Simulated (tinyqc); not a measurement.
Inputs raised by 5 %, one at a time: implant damage, amorphisation by cascade overlap, and solid-phase epitaxial regrowth. Computed by tinyqc, a small Python program. Command: `OMP_NUM_THREADS=1 python tinyqc.py 3112991 3112992 out.jsonl sper sens`. One thread of a shared host (Intel(R) Xeon(R) Processor @ 2.30GHz), about 0.02 s of CPU time with the checks.

Range and width of the damage are inputs. Dynamic annealing enters only through the surviving share f.

Inputs (values chosen for the exercise, modelled on germanium ions in germanium): atomic density N = 44.2 1/nm^3; ion Z1 = 32; ion mass M1 = 72.6 u; target Z2 = 32; target mass M2 = 72.63 u; ion energy E = 150 keV; displacement energy E_d = 14 eV; depth of the damage peak R_d = 75 nm; width of the damage profile s_d = 47 nm; share of defects that survive f = 0.67; critical displaced share x_c = 0.19; dose Q = 4.8e+15 1/cm^2; regrowth prefactor v0 = 2.1e+16 nm/s; regrowth energy E_a = 2.16 eV; anneal temperature = 499 C; rate relative to (100) = 1; peak enhancement by the dopant = 8.5; ramp rate = 18 K/s.

Constants: a_0 = 0.529177210903 angstrom; e^2/(4 pi eps_0) = 14.39964548 eV angstrom; k_B = 8.617333262e-05 eV/K.

Method:
- Robinson partition: eps = E a M2/(Z1 Z2 (e^2/(4 pi eps_0)) (M1 + M2)), a = 0.8853 a_0/sqrt(Z1^(2/3) + Z2^(2/3)); k = 0.0793 Z1^(2/3) Z2^(1/2) (M1 + M2)^(3/2)/((Z1^(2/3) + Z2^(2/3))^(3/4) M1^(3/2) M2^(1/2)); damage energy T_d = E/(1 + k (eps + 0.40244 eps^(3/4) + 3.4008 eps^(1/6))); displacements nu = 0.8 T_d/(2 E_d).
- Displaced share x(z) = f nu Q exp(-(z - R_d)^2/(2 s_d^2))/(sqrt(2 pi) s_d N); the layer is amorphous where x > x_c, between R_d -/+ s_d sqrt(2 ln(x_max/x_c)), the upper edge being cut at the surface. Threshold dose Q_c = Q x_c/x_max.
- Displaced atoms per area beyond the lower edge z2: f nu Q (1/2) erfc((z2 - R_d)/(sqrt2 s_d)); they are not removed by regrowth.
- v = v0 x orientation factor x exp(-E_a/(k_B T)) x [1 + (enhancement - 1) exp(-(z - R_d)^2/(2 s_d^2))], T = anneal temperature + 273.15 K; the dopant is taken to follow the damage profile; the lower front moves from the lower edge z2 to the surface, or to the middle (z1 + z2)/2 of a buried layer with upper edge z1; time = int dz/v; the equivalent undoped distance is that time times the undoped velocity.
- On a linear ramp from 200 C regrowth ends at the T_f where int v_undoped dT/(ramp rate) equals the equivalent undoped distance.

Runs; columns: (1) input moved; (2) from; (3) to; (4) lower edge (nm); (5) displaced atoms beyond z2 (1/cm^2); (6) time with enhancement (s); (7) temperature at which regrowth ends (C):
```
(1)                                       (2)       (3)     (4)         (5)      (6)     (7)
base run                                    -         -  215.42  1.2065e+16  0.40706  474.65
ion energy E (keV)                        150     157.5  216.09  1.2016e+16  0.41076  474.84
width of the damage profile s_d (nm)       47     49.35  221.63  1.2727e+16  0.41605  475.11
share of defects that survive f          0.67    0.7035  216.18  1.2009e+16  0.41128  474.87
critical displaced share x_c             0.19    0.1995  214.65  1.2727e+16  0.40284  474.43
dose Q (1/cm^2)                       4.8e+15  5.04e+15  216.18  1.2009e+16  0.41128  474.87
peak enhancement by the dopant            8.5     8.925  215.42  1.2065e+16  0.39595  474.07
ramp rate (K/s)                            18      18.9  215.42  1.2065e+16  0.40706  475.68
```

Exponents ln(y'/y) / ln(x'/x):
```
input                            lower edge  displaced atoms beyond z2  time with enhancement  temperature at which regrowth ends
ion energy E                          0.064                     -0.083                  0.185                               0.008
width of the damage profile s_d       0.583                      1.096                  0.448                               0.020
share of defects that survive f       0.073                     -0.095                  0.211                               0.009
critical displaced share x_c         -0.073                      1.096                 -0.214                              -0.009
dose Q                                0.073                     -0.095                  0.211                               0.009
peak enhancement by the dopant        0.000                      0.000                 -0.567                              -0.025
ramp rate                             0.000                      0.000                  0.000                               0.044
```

To which inputs is each result most sensitive?

Among the inputs moved here: lower edge answers most in size to width of the damage profile s_d (exponent +0.583), next to share of defects that survive f (+0.073); its exponent is below 0.0005 for peak enhancement by the dopant, ramp rate. Displaced atoms beyond z2 answers most in size to width of the damage profile s_d (exponent +1.096), and about equally to critical displaced share x_c (+1.096); its exponent is below 0.0005 for peak enhancement by the dopant, ramp rate. Time with enhancement answers most in size to peak enhancement by the dopant (exponent -0.567), next to width of the damage profile s_d (+0.448); its exponent is below 0.0005 for ramp rate. Temperature at which regrowth ends answers most in size to ramp rate (exponent +0.044), next to peak enhancement by the dopant (-0.025).

Extremes, crossings and ranges named in words are read from the listed rows.
